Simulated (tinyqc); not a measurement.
Inside a calculation: round or elliptic silicon nanowire with anisotropic valleys (Ritz method). Values are carried at full precision from step to step, so a last printed digit may differ when a step is redone from the rounded ones.

Wire along x = [100] on a (001) wafer, y = [010], z = [001]. Valley groups, two valleys each (w = inverse masses): A, axis along z: w_y = 1/mt, w_z = 1/ml, m_x = mt; B, axis along y: w_y = 1/ml, w_z = 1/mt, m_x = mt; C, axis along x: w_y = w_z = 1/mt, m_x = ml.

Constants: hbar^2/2m0 = 3.80998211 eV angstrom^2; kB = 8.617333262e-05 eV/K.

Parameters, chosen for this exercise (near those of a Si nanowire; the results hold for these values, not for the real material): ml = 0.903 m0 (longitudinal mass); mt = 0.193 m0 (transverse mass); a = 33 angstrom (semi-axis along y); b = 33 angstrom (semi-axis along z); group = C (valley group worked out); T = 77 K (temperature).

## Stretching the ellipse

Scaling y by 1/sqrt(w_y) and z by 1/sqrt(w_z) makes the mass 1 and the semi-axes A = a/sqrt(w_y), B = b/sqrt(w_z). List them with the one-function estimate 3c (1/A^2 + 1/B^2) and the slender limit c (pi/2s)^2 (1 + 2s/(pi l)), s and l the smaller and larger of A, B; c = hbar^2/2m0.

Groups:
```
group  g      A      B  axis ratio  one function (eV)  slender limit (eV)
A      2  14.50  31.36       2.163             0.0660              0.0579
B      2  31.36  14.50       2.163             0.0660              0.0579
C      2  14.50  14.50       1.000             0.1088              0.0732
```

The one-function value suits axis ratios near 1 and the slender limit ratios well above 2.

## Matrices of three even functions

Hard wall on the ellipse (y/a)^2 + (z/b)^2 = 1, c = hbar^2/2m0. With u = y/a, v = z/b the operator is -c [(w_y/a^2) d2/du2 + (w_z/b^2) d2/dv2] on the unit disc. Basis (1 - u^2 - v^2) u^i v^j; S, X and Y are the disc integrals of f f', (df/du)(df'/du) and (df/dv)(df'/dv), from the integral of u^p v^q = 2 Gamma((p+1)/2) Gamma((q+1)/2)/((p + q + 2) Gamma((p+q+2)/2)) for even p, q; H = c (w_y X/a^2 + w_z Y/b^2).

Basis 1, u^2, v^2 times (1 - u^2 - v^2); form S and H for the chosen group.

S, lower triangle:
```
            1       u^2       v^2
1    1.047198
u^2  0.130900  0.039270
v^2  0.130900  0.013090  0.039270
```

H (meV), lower triangle:
```
            1      u^2      v^2
1    113.8984
u^2   18.9831  16.6102
v^2   18.9831   2.3729  16.6102
```

## Lowest level in this basis

Solve H p = E S p for the wire level; give E, the ratios p2/p1 and p3/p1, and H11/S11.

E = 104.9 meV

ratios: -0.39  -0.39

one function = 108.8 meV

The two added functions lower the level by 3.9 meV (3.6 %); the two ratios are close, as the stretched shape is nearly a circle.

## Subbands

Converged values use 21 functions of each parity class (e or o in u, then in v).

The nine lowest levels of all groups and parity classes.

Subbands:
```
group, parity  g  m_x (m0)  E (eV)
A ee           2    0.1930  0.0626
B ee           2    0.1930  0.0626
C ee           2    0.9030  0.1048
A eo           2    0.1930  0.1060
B oe           2    0.1930  0.1060
A ee           2    0.1930  0.1655
B ee           2    0.1930  0.1655
A oe           2    0.1930  0.2097
B eo           2    0.1930  0.2097
```

At 77 K and without degeneracy the populations go as g sqrt(m_x) exp(-E/kB T): among these nine the lowest level, shared by A ee and B ee, holds 100 % and the light transport mass mt 100 % of the electrons.

## Checks

- Circle of radius a with both masses mt against c (2.404826/R)^2/m, eV: both 0.1048.

tinyqc: `OMP_NUM_THREADS=1 python tinyqc.py 1281657 1281658 out.jsonl`; about 0.04 s, one thread, shared Intel(R) Xeon(R) Processor @ 2.30GHz.
